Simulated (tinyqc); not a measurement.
Comparisons within one model: free and nearly free electrons in a metal. A value that a table varies takes the place of the one given here.

The cubic cell holds 4 atoms: n = 4 z/a^3, kF = (3 pi^2 n)^(1/3), EF = c kF^2/m, vF = 2 c kF/(m hbar), c = hbar^2/2m0; rs = (3/(4 pi n))^(1/3)/a0; D(EF) = 3 n/(2 EF).

Square wire of width w with grain size w: rho/rho0 = 1/(1 - 3 al/2 + 3 al^2 - 3 al^3 ln(1 + 1/al)) + (3/4) (1 - p) l/w, with al = (l/w) Rg/(1 - Rg) (Mayadas-Shatzkes plus the thick-wire form of Fuchs-Sondheimer); l = hbar kF/(n e^2 rho), e = 1.602176634e-19 C.

Constants: hbar^2/2m0 = 3.80998211 eV angstrom^2; hbar = 6.58211957e-16 eV s; a0 (Bohr radius) = 0.5291772105 angstrom.

Parameters, chosen for this exercise (near those of Ca; shifted at random, so the results belong to these values and not to a real crystal): a = 5.528 angstrom (fcc lattice constant); z = 2 (free electrons an atom); m = 1.26 m0 (mass); rho = 3.78 micro-ohm cm (bulk resistivity); p = 0 (specularity of the surfaces); Rg = 0.46 (reflection at grain boundaries); w = 10 nm (wire width).

## Resistivity of narrow wires

Wires:
```
w (nm)     al  grain term (factor - 1)  surface term  rho (micro-ohm cm)
200     0.109                    0.159         0.096                4.75
100     0.219                    0.313         0.193                5.69
50      0.438                    0.615         0.385                7.56
30      0.729                    1.012         0.642               10.03
20      1.094                    1.504         0.963               13.11
14      1.563                    2.134         1.376               17.05
10      2.188                    2.972         1.927               22.29
7       3.126                    4.225         2.752               30.15
```

l = 25.69 nm

At 7 nm the resistivity is 7.98 times the bulk value; grain boundaries add more (4.23 from grains, 2.75 from surfaces). It passes twice the bulk value between 100 and 50 nm. The surface formula is meant for w above l = 26 nm, so the rows below that are rough.

## What sets the wire resistivity

All results formed anew. Each row changes one parameter from the base and keeps the others.

Results:
```
case                      EF (eV)  l (nm)  wire rho (micro-ohm cm)
base                        3.788   25.69                   22.295
a = 5.694 angstrom          3.570   27.25                   23.413
m = 1.512 m0                3.157   25.69                   22.295
rho = 4.536 micro-ohm cm    3.788   21.41                   23.083
p = 0.3                     3.788   25.69                   20.110
Rg = 0.322                  3.788   25.69                   17.389
w = 7 nm                    3.788   25.69                   30.154
```

The largest shifts from the base row, up to three for each result and ties (the steps differ in size, so this ranks the rows, not the parameters). EF (eV): m -0.631, a -0.218; unchanged at the printed digits by rho, p, Rg and w. l (nm): rho -4.28, a +1.57; unchanged at the printed digits by m, p, Rg and w. wire rho (micro-ohm cm): w +7.859, Rg -4.905, p -2.185; unchanged at the printed digits by m. The mass drops out of l at given rho, because vF falls and tau rises by the same factor.

Run: tinyqc, `OMP_NUM_THREADS=1 python tinyqc.py 1681857 1681858 out.jsonl`; Intel(R) Xeon(R) Processor @ 2.30GHz, one thread, shared host; about 0.01 s of CPU time with all checks.
